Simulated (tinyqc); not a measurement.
# Changing the temperature T

Model: non-radiative capture by multiphonon emission, one effective mode. Computed by tinyqc, a small Python program. Command: `OMP_NUM_THREADS=1 python tinyqc.py 3006753 3006754 out.jsonl capture sweep`. One thread of a shared host (Intel(R) Xeon(R) Processor @ 2.30GHz), about 0.04 s of CPU time with the checks.

The initial state (free carrier plus empty centre) lies dE above the final state; both have the same frequency and are displaced by dQ.

Inputs (values chosen for the exercise, for a model semiconductor):
```
quantity                    value                   unit
energy released dE           1.95                     eV
phonon energy hbar omega      122                    meV
Huang-Rhys factor S          7.06                      -
electron-phonon coupling W  0.011  eV/(u^(1/2) angstrom)
cell volume V                1890             angstrom^3
degeneracy g                    1                      -
broadening b                   68                    meV
carrier mass m              0.666                    m_0
defect density N_t          9e+16                  cm^-3
```

Centre: neutral.

Constants: hbar^2/u = 4.18015928e-03 eV angstrom^2; k_B = 8.617333262e-05 eV/K; hbar = 6.582119569e-16 eV s; k_B = 1.380649e-23 J/K; m_0 = 9.1093837015e-31 kg.

Method:
- dQ = sqrt(2 S (hbar^2/u)/hbar omega); relaxation energy lambda = S hbar omega; phonons needed P = dE/hbar omega; classical barrier E_b = (dE - lambda)^2/(4 lambda); occupation n = 1/(exp(hbar omega/k_B T) - 1).
- Huang-Rhys weight for a net emission of p phonons: L_p = exp(-S (2n + 1)) ((n + 1)/n)^(p/2) I_p(2 S sqrt(n (n + 1))), I_p the modified Bessel function.
- M_p = sum_m w_m <m_i|Q|(m + p)_f>^2 with Q counted from the final minimum and Boltzmann weights w_m for m = 0..24; <m_i|Q|k_f> = sqrt((hbar^2/u)/(2 hbar omega)) [sqrt(k) <m|k-1> + sqrt(k+1) <m|k+1>], with overlaps of oscillators displaced by d = sqrt(2 S) summed on 1500 points from -16 to 16 + d.
- The delta function is a Gaussian of standard deviation b at dE - p hbar omega.
- C_0 = V (2 pi/hbar) g W^2 sum_p M_p Gaussian_p. The sum runs over the seven p from round(P) - 3 to round(P) + 3; 1 angstrom^3 = 1e-24 cm^3.
- For a neutral centre the Sommerfeld factor is 1.
- C = s C_0; v = sqrt(3 k_B T/m); sigma = C/v; tau = 1/(C N_t).

One run for each value:
```
temperature T (K)  capture coefficient C (cm^3/s)  C_0 (cm^3/s)  Sommerfeld factor s  cross-section sigma (cm^2)
60                                      3.953e-11     3.953e-11                    1                   6.177e-18
83                                      3.953e-11     3.953e-11                    1                   5.252e-18
120                                     3.953e-11     3.953e-11                    1                   4.368e-18
160                                     3.956e-11     3.956e-11                    1                   3.785e-18
220                                     3.983e-11     3.983e-11                    1                   3.250e-18
310                                     4.147e-11     4.147e-11                    1                   2.851e-18
430                                     4.690e-11     4.690e-11                    1                   2.738e-18
600                                     6.087e-11     6.087e-11                    1                   3.008e-18
```

What does the table show, and why?

Over the rows, capture coefficient C (cm^3/s) rises from 3.95e-11 to 6.09e-11; C_0 (cm^3/s) rises from 3.95e-11 to 6.09e-11; Sommerfeld factor s does not change. The classical barrier (dE - S hbar omega)^2/(4 S hbar omega) is 0.344 eV and hbar omega/k_B is 1416 K; well below that temperature C_0 is the tunnelling rate from the lowest level.

Extremes, crossings and ranges named in words are read from the listed rows.
